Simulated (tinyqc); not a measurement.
Worked calculation: composition and strain of an epitaxial Si(1-x)Ge(x) layer from Raman and X-ray peaks. Computed by tinyqc, a small Python program that keeps every step. Command: `OMP_NUM_THREADS=1 python tinyqc.py 3005635 3005636 out.jsonl epiraman walk`. One thread of a shared host (Intel(R) Xeon(R) Processor @ 2.30GHz), about 0.01 s of CPU time with the checks. Intermediate numbers are printed to about 6 digits and carried at full precision; extremes and crossings named in words are read from the listed rows.

A (001) layer, biaxially strained in the plane. The Raman peaks follow empirical lines omega = w0 + c1 x + c3 x^3 + b eps (c3 for Si-Ge alone), with eps the in-plane strain.

Inputs (values chosen for the exercise, modelled on silicon-germanium):

| quantity | value | unit |
|---|---|---|
| Ge fraction x | 0.85 | - |
| degree of relaxation R | 0.24 | - |
| lattice constant of Si | 5.431 | angstrom |
| lattice constant of Ge | 5.658 | angstrom |
| bowing B | 0.025 | angstrom |
| 2 C12/C11 of Si | 0.77 | - |
| 2 C12/C11 of Ge | 0.749 | - |
| Si-Si: w0 | 520.2 | 1/cm |
| Si-Si: c1 | -68.3 | 1/cm |
| Si-Si: strain coefficient b | -780 | 1/cm |
| Si-Ge: w0 | 400 | 1/cm |
| Si-Ge: c1 | 25.7 | 1/cm |
| Si-Ge: c3 | -30.8 | 1/cm |
| Si-Ge: strain coefficient b | -606 | 1/cm |
| Ge-Ge: w0 | 280.5 | 1/cm |
| Ge-Ge: c1 | 19.5 | 1/cm |
| Ge-Ge: strain coefficient b | -452 | 1/cm |
| uncertainty of a Raman peak | 0.3 | 1/cm |
| X-ray wavelength | 1.540598 | angstrom |

Substrate: germanium. Pair of peaks used: Si-Si and Si-Ge.

## Lattice constants and strain

Relaxed lattice constant a(x) = a_Si + (a_Ge - a_Si) x - B x (1 - x). In-plane constant a_par = a_sub + R (a(x) - a_sub); eps = a_par/a(x) - 1; eps_perp = -(2 C12/C11) eps with 2 C12/C11 linear in x; a_perp = a(x) (1 + eps_perp).

relaxed constant a(x) = 5.62076 angstrom

substrate constant a_sub = 5.658 angstrom

a_par = 5.649063 angstrom

in-plane strain eps = 5.03499 per mille

strain along the normal = -3.78707 per mille

a_perp = 5.59948 angstrom

The layer is under tension in the plane and is shortened along the normal.

## Raman peaks

Insert x and eps in the three lines; the strain part is b eps.

Si-Si peak = 458.218 1/cm

Si-Ge peak = 399.879 1/cm

Ge-Ge peak = 294.799 1/cm

strain parts (1/cm): Si-Si -3.92729, Si-Ge -3.05121, Ge-Ge -2.27582

Read as unstrained, the Si-Si peak would give x = 0.908 in place of 0.85. Caution: near either end one of the like-atom peaks is weak, since its intensity follows the number of such bonds.

## X-ray (004) reflection

Bragg angle theta = arcsin(2 lambda/a) for (004), for the substrate with a_sub and the layer with a_perp; separation in arc seconds.

theta of the substrate = 32.9955 degree

theta of the layer = 33.3852 degree

separation, layer less substrate = 1402.87 arcsec

## Back from two peaks to composition and strain

Unknowns x and eps (per mille). Newton steps: J d = (measured - model), J = [d omega/dx, d omega/d eps] for the two peaks; start at x = 0.5, eps = 0; stop when |d| < 1e-9. The peaks are rounded to 0.001 per cm; R = (a(x)(1 + eps) - a_sub)/(a(x) - a_sub).

peaks used (1/cm): Si-Si 458.218, Si-Ge 399.879

Iterations:

| step | x | eps (per mille) | residual 1 (1/cm) | residual 2 (1/cm) |
|---|---|---|---|---|
| 0 | 0.500000 | 0.0000 | -27.832 | -9.12100e+00 |
| 1 | 0.724604 | 16.0148 | 0.000 | 2.67963e+00 |
| 2 | 0.813189 | 8.2579 | 0.000 | 5.46819e-01 |
| 3 | 0.844150 | 5.5469 | 0.000 | 7.29384e-02 |
| 4 | 0.849795 | 5.0526 | 0.000 | 2.49117e-03 |
| 5 | 0.850002 | 5.0344 | 0.000 | 3.36349e-06 |
| 6 | 0.850002 | 5.0344 | 0.000 | 0 |

recovered x = 0.850002

recovered eps = 5.03442 per mille

recovered R = 0.24

## Which pair of peaks is best

For each pair invert J = [d omega/dx, d omega/d eps] at the true x. Independent errors of the given size in both peaks give sigma_x and sigma_eps = uncertainty x (norm of the rows of the inverse of J).

Error propagation:

| pair | det J | sigma_x | sigma_eps (per mille) |
|---|---|---|---|
| Si-Si and Si-Ge | 9.36378 | 0.0316456 | 2.55318 |
| Si-Si and Ge-Ge | 46.0816 | 0.00586894 | 0.462413 |
| Si-Ge and Ge-Ge | 30.3757 | 0.00746653 | 0.448921 |

The pair Si-Si and Ge-Ge fixes x best (sigma_x = 0.0059) and Si-Si and Si-Ge worst (0.032), a factor 5.4. Strain moves all peaks the same way, so a good pair needs different ratios of composition slope to strain coefficient, best of opposite sign; the slopes here are -68.3, -41.1 and 19.5 per cm for Si-Si, Si-Ge and Ge-Ge. Errors in the coefficients themselves are not counted.

## Relaxation at fixed composition

(004) Bragg angle theta = arcsin(2 lambda/a), with a = a_perp for the layer and a_sub for the substrate; separation = layer less substrate. The apparent x is the one that a fully strained layer (R = 0) would need to give the same a_perp.

Signatures:

| R | eps (per mille) | Si-Si (1/cm) | Ge-Ge (1/cm) | a_perp (angstrom) | (004) separation (arcsec) | apparent x if R = 0 is assumed |
|---|---|---|---|---|---|---|
| 0.00 | 6.62499 | 456.978 | 294.081 | 5.59275 | 1566.28 | 0.850000 |
| 0.15 | 5.63124 | 457.753 | 294.530 | 5.59696 | 1464.09 | 0.859780 |
| 0.30 | 4.63749 | 458.528 | 294.979 | 5.60116 | 1362.09 | 0.869543 |
| 0.50 | 3.31250 | 459.561 | 295.578 | 5.60676 | 1226.37 | 0.882534 |
| 0.70 | 1.98750 | 460.595 | 296.177 | 5.61236 | 1090.98 | 0.895495 |
| 0.85 | 0.99375 | 461.370 | 296.626 | 5.61656 | 989.65 | 0.905196 |
| 1.00 | 0.00000 | 462.145 | 297.075 | 5.62076 | 888.51 | 0.914880 |

Full relaxation moves the Si-Si peak by +5.17 per cm and shrinks the X-ray separation to 57 % of its strained value, about 1/(1 + 2 C12/C11). A symmetric reflection alone cannot part x from R: a relaxed layer read as strained gives x = 0.915 in place of 0.85. An asymmetric reflection or a second peak is needed.

Checks made by the program: recovered composition (relative difference 3e-06).
